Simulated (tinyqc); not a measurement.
Spin coating of a resist or spin-on film: centrifugal thinning, evaporation and the final thickness (Emslie and Meyerhofer models): one step, computed by the program tinyqc.

A Newtonian film stays uniform over the wafer; solvent and solids have the same density and the concentration is uniform through the thickness.

Problem. Rates. omega = 2 pi f/60; nu(c) = nu_s + k c^gamma; evaporation rate e = e0 sqrt(f/1000 rpm). Flow constant K = 2 omega^2/(3 nu(c0)); Reynolds number of the air omega R^2/nu_air with nu_air = 15 mm^2/s.

Inputs (values chosen for the exercise, of the order of those of a polymer resist in an ester solvent):

| quantity | value | unit |
|---|---|---|
| solids volume fraction c0 | 0.056 | - |
| kinematic viscosity of the solvent nu_s | 1.6 | mm^2/s |
| viscosity constant k | 1800 | mm^2/s |
| viscosity exponent gamma | 2.1 | - |
| spin speed f | 4000 | rpm |
| evaporation rate at 1000 rpm e0 | 0.31 | micrometre/s |
| wafer radius R | 100 | mm |

Give: omega; nu(c0); evaporation rate e; flow constant K; Reynolds number of the air.

Solution.

omega = 418.9 1/s

nu(c0) = 5.831 mm^2/s

evaporation rate e = 0.62 micrometre/s

flow constant K = 0.02006 1/(micrometre^2 s)

Reynolds number of the air = 2.793e+05
